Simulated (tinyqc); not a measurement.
## Minority carriers and saturation current of a heavily doped emitter: effect of the doping

n-type, parabolic bands, full ionisation. eta = (EF - Ec)/kB T solves N = Nc F12(eta), F12(x) = (2/sqrt(pi)) int_0^infinity sqrt(u)/(1 + exp(u - x)) du. The gap shrinks rigidly by dEg = E1 [ln(N/N0) + sqrt(ln^2(N/N0) + 0.5)], an empirical law that is here taken as the true narrowing.

ni = sqrt(Nc Nv) exp(-Eg/(2 Vt)), Eg in volts; degeneracy factor g = F12(eta) exp(-eta); nie^2 = ni^2 exp(dEg/kB T) g, p0 = nie^2/N; apparent narrowing dEg + kB T ln g. 1/tau = Cn N^2 + 1/ts, D = mup Vt, L = sqrt(D tau); J0 = (q p0 D/L)(s + tanh(W/L))/(1 + s tanh(W/L)), s = S L/D; the share recombining inside is 1 - 1/[cosh(W/L)(1 + tanh(W/L)/s)]. The mobility is held fixed.

Parameters, values chosen for the exercise; band and dielectric values close to those of silicon: temperature T = 300 K; band gap Eg = 1.12 eV; conduction-band density of states at 300 K Nc = 2.83e19 cm^-3; valence-band density of states at 300 K Nv = 2.61e19 cm^-3; energy of the narrowing law E1 = 9.5 meV; density of the narrowing law N0 = 1.2e17 cm^-3; minority-hole mobility mup = 200 cm^2/(V s); Auger coefficient Cn = 2.2e-31 cm^6/s; defect lifetime ts = 2.2 us; emitter width W = 67 nm; recombination velocity at the contact S = 5.6e6 cm/s.

Constants: q = 1.602176634e-19 C, kB = 1.380649e-23 J/K, Vt = kB T/q. Results are converted to the units shown.

Effect of the doping:
```
N (cm^-3)  apparent narrowing (meV)  p0 (cm^-3)   L (nm)  J0 (fA/cm^2)  share inside (%)
6.4e17                        32.96       632.1  3.081e4       6.869e4          3.016e-4
1.4e18                        47.17       500.7  2.416e4       5.441e4          4.905e-4
3.1e18                        61.50       393.7  1.419e4       4.278e4          0.001422
6.7e18                        74.85       305.3     7075       3.317e4          0.005720
1.5e19                        87.42       221.7     3217       2.409e4           0.02766
3.2e19                        96.38       147.0     1513       1.598e4            0.1249
7e19                          99.50       75.80    692.4          8270            0.5942
1.5e20                        90.48       24.95    323.2          2762             2.679
3.4e20                        55.16       2.808    142.6         333.6             12.59
```

What does the table show?

The apparent narrowing goes from 33.0 through a maximum of 99.5 (at N = 7e19 cm^-3 among the rows listed) to 55.2 meV. p0 goes as N^(-0.30) between the first two rows and N^(-2.67) between the last two (-1 without narrowing or degeneracy), and J0 falls from 68700 to 334 fA/cm^2.

Range of the model: Band tails, non-parabolic bands and incomplete ionisation are left out.

Numbers from tinyqc (`OMP_NUM_THREADS=1 python tinyqc.py 2330056 2330057 out.jsonl`; about 0.01 s on one thread of a shared Intel Xeon 2.30GHz).
